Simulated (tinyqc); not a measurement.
## Polarisation and half-bias from two TMR values

Problem. A tunnel junction has TMR = TMR0/(1 + (V/Vh)^2), TMR0 = 2 P1 P2/(1 - P1 P2). Find TMR0, Vh and P2.

Parameters, values chosen for the exercise: spin polarisation of the reference layer P1 = 0.61.

TMR at 0.1 and 0.5 V (%): [107.97960, 42.271933]

Solution. 1/TMR is linear in V^2, and P1 P2 = TMR0/(2 + TMR0).

TMR0 = 115.5 %
Vh = 0.3800 V
P2 = 0.6000

tinyqc, about 0.01 s, one thread, Intel Xeon 2.30GHz (shared host): `OMP_NUM_THREADS=1 python tinyqc.py 2450125 2450126 out.jsonl`
